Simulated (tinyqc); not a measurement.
What each parameter does: finite square well with mass mismatch (envelope functions).

A square well of width L and depth V0, mass mw inside and mb outside, energies from the bottom of the well, c = hbar^2/2m0. k = sqrt(mw E/c), kappa = sqrt(mb (V0 - E)/c). psi and psi'/m are continuous at the walls (BenDaniel-Duke), so level n solves k L + 2 atan[(k/mw)/(kappa/mb)] = n pi.

Constants: hbar^2/2m0 = 3.80998211 eV angstrom^2.

Values chosen for the exercise (near those of a GaAs well in AlGaAs; the results hold for these values, not for the real material): L = 111 angstrom (well width); V0 = 0.292 eV (barrier height); mw = 0.0674 m0 (mass in the well); mb = 0.0969 m0 (mass in the barrier).

Parabolic bands. Pb is the probability of level 1 in the barriers, (A^2/kappa)/(A^2/kappa + L/2 + sin(kL)/(2k)) with A = cos(kL/2). Each row changes one parameter from the base and keeps the others.

Results:
```
case,E1 (eV),bound levels,Pb,V0 - E1 (eV)
base,0.0267,3,0.0213,0.2653
L = 100 angstrom,0.0313,3,0.0271,0.2607
V0 = 0.248 eV,0.0257,3,0.0257,0.2223
mw = 0.0607 m0,0.0283,3,0.0242,0.2637
mb = 0.1211 m0,0.0255,3,0.0216,0.2665
```

The largest shifts from the base row, up to three for each result and ties (the steps differ in size, so this ranks the rows, not the parameters). E1 (eV): L +0.0046, mw +0.0016, mb -0.0013. bound levels: unchanged at the printed digits by L, V0, mw and mb. Pb: L +0.0057, V0 +0.0044, mw +0.0028. V0 - E1 (eV): V0 -0.0430, L -0.0046, mw -0.0016.

Run: tinyqc, `OMP_NUM_THREADS=1 python tinyqc.py 1280710 1280711 out.jsonl`; Intel(R) Xeon(R) Processor @ 2.30GHz, one thread, shared host; about 0.01 s of CPU time with all checks.
